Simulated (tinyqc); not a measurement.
Holstein polaron on two sites: one step, computed by the program tinyqc. Command: `OMP_NUM_THREADS=1 python tinyqc.py 3012437 3012438 out.jsonl holstein walk`. One thread of a shared host (Intel(R) Xeon(R) Processor @ 2.30GHz), about 0.01 s of CPU time with the checks.

One electron on sites 1 and 2: H = -t (c1+ c2 + c2+ c1) + hbar omega sum_i b_i+ b_i - g hbar omega sum_i n_i (b_i + b_i+). The symmetric phonon shifts the energy by -g^2 hbar omega/2 and drops out; with b = (b_1 - b_2)/sqrt(2) there remains H = -t sigma_x + hbar omega b+ b - (g hbar omega/sqrt(2)) sigma_z (b + b+). Parity splits it into blocks p = +1 and -1 over phonon numbers n. Zero-point energies are left out. Weights Z refer to mode b alone; the displaced symmetric mode multiplies the full zero-phonon weight by exp(-g^2/2).

Question. Energy scales. Polaron binding energy E_p = g^2 hbar omega; ratio E_p/t (the adiabatic potential has two wells when it exceeds 1); adiabaticity hbar omega/t.

Inputs (values chosen for the exercise, for a model dimer): hopping t = 9.6 meV; phonon energy hbar omega = 27.7 meV; coupling g = 0.478.

Give: E_p; E_p/t; hbar omega/t.

Answer.

E_p = 6.329 meV

E_p/t = 0.6593

hbar omega/t = 2.885
